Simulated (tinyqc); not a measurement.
Worked calculation: heavy doping: gap narrowing, degeneracy and the minority density. Values are carried at full precision from step to step, so a last printed digit may differ when a step is redone from the rounded ones.

Empirical narrowing (Slotboom form, constants chosen for the exercise; published fits of this form give the apparent narrowing, here it is taken as the true one): dEg = E0 [ln(N/N0) + sqrt(ln(N/N0)^2 + C)].

Constants: kB = 8.617333262e-05 eV/K; e^2/(4 pi eps0) = 14.39964547 eV angstrom.

Parameters, chosen for this exercise (gap and densities of states near those of Si at this temperature; narrowing constants near the fits for Si; not measured data):
```
symbol  value     unit    meaning
N       6.7e+18   1/cm^3  ionised donors, equal to the majority density
E0      7.77      meV     narrowing scale
N0      8.3e+16   1/cm^3  onset density
C       0.5               smoothing constant
Nc      5.14e+19  1/cm^3  conduction-band density of states
Eg      1.078     eV      gap
Nv      2.11e+19  1/cm^3  valence-band density of states
T       450       K
eps     12.1              dielectric constant
Mv      6                 majority valleys
```

## Gap narrowing

Evaluate at N.

ln(N/N0) = 4.3910
dEg (empirical fit) = 68.68 meV

Well above N0 each decade of doping adds 2 E0 ln 10 = 35.8 meV.

## Degeneracy of the majority band

F_j(eta) = (1/Gamma(j + 1)) integral_0^infinity x^j dx/(1 + exp(x - eta)), which tends to exp(eta) for eta << 0.

Majority: N = Nc F_1/2(eta), eta the distance of EF beyond the majority band edge in kT. Degeneracy factor gam = F_1/2(eta)/exp(eta). ni0^2 = Nc Nv exp(-Eg/kT); product n p = ni0^2 gam exp(dEg/kT), dEg the true narrowing; apparent narrowing dEa = dEg + kT ln gam; minority density = n p/N.

Solve for eta and form gam.

N/Nc = 0.1304
eta = -1.9915
gam = 0.9550

## Product and minority density

Combine both effects.

ni0 = 3.03e+13 1/cm^3
exp(dEg/kT) = 5.88
dEa = 66.9 meV
sqrt(n p) = 7.17e+13 1/cm^3
minority density = 7.68e+08 1/cm^3

Narrowing multiplies the product by 5.88 and degeneracy by 0.955; together they change the minority density by a factor 5.61 against ni0^2/N.

## Two estimates of the size

Two physical estimates, e2 = e^2/(4 pi eps0), N in 1/angstrom^3: exchange shift at the Fermi level, Ex = (e2/eps) kF/pi with kF = (3 pi^2 N/Mv)^(1/3); screened-pair energy (Lanyon-Tuft), Es = (3/4)(e2/eps) qs with qs^2 = (4 pi e2 N/(eps kT)) F_-1/2(eta)/F_1/2(eta).

Evaluate both at N.

kF = 0.03210 1/angstrom
Ex = 12.16 meV
Es = 44.36 meV

Against the fitted dEg = 68.7 meV, Ex is 0.18 and Es 0.65 times as large; each keeps one mechanism only, and Ex assumes a strongly degenerate gas, while here eta is only -1.99.

## Checks

- Minority density against the Boltzmann occupation of the other band at the narrowed gap (1/cm^3): both 7.678e+08.

tinyqc: `OMP_NUM_THREADS=1 python tinyqc.py 1681146 1681147 out.jsonl`; about 0.01 s, one thread, shared Intel(R) Xeon(R) Processor @ 2.30GHz.
